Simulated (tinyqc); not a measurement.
Diamond against structures with more neighbours: Stillinger-Weber potential for a tetrahedral semiconductor. Computed by tinyqc, a small Python program. Command: `OMP_NUM_THREADS=1 python tinyqc.py 3012275 3012276 out.jsonl swsi walk`. One thread of a shared host (Intel(R) Xeon(R) Processor @ 2.30GHz), about 0.03 s of CPU time with the checks.

With x = r/sigma: pair term eps A (B x^-4 - 1) exp(1/(x - a)); for each pair of neighbours j, k of atom i, three-body term eps lambda exp(gamma/(x_ij - a) + gamma/(x_ik - a)) (cos theta_jik + 1/3)^2; both vanish beyond x = a. A = 7.049556277, B = 0.6022245584, a = 1.8.

Inputs (values chosen for the exercise, modelled on silicon):
```
quantity                    value      unit
energy scale eps            2.121        eV
length scale sigma          2.081  angstrom
three-body strength lambda   22.8         -
gamma                         1.2         -
```

Method. Each structure is relaxed in its neighbour distance d (lowest minimum for d between sigma and 1.7 sigma), with all neighbours inside the cut-off, second shells too where they fall inside.

Energies per atom (eV):
```
structure     first neighbours  d (angstrom)     pair  three-body    total  volume (angstrom^3)
diamond                      4        2.3358  -4.2420      0.0000  -4.2420               19.622
simple cubic                 6        2.6122  -5.4190      1.5742  -3.8449               17.824
bcc                          8        2.8068  -5.9861      2.2036  -3.7825               17.022
fcc                         12        2.9290  -5.9427      2.2796  -3.6630               17.769
```

The order is diamond < simple cubic < bcc < fcc, the lowest two 0.397 eV apart. Against diamond the pair energy changes by -1.18 (simple cubic), -1.74 (bcc), -1.70 (fcc) eV, while angles away from 109.47 degrees cost 1.57, 2.20, 2.28 eV; the bonds stretch to 2.93 angstrom in fcc to weaken that penalty.

Extremes, crossings and ranges named in words are read from the listed rows.
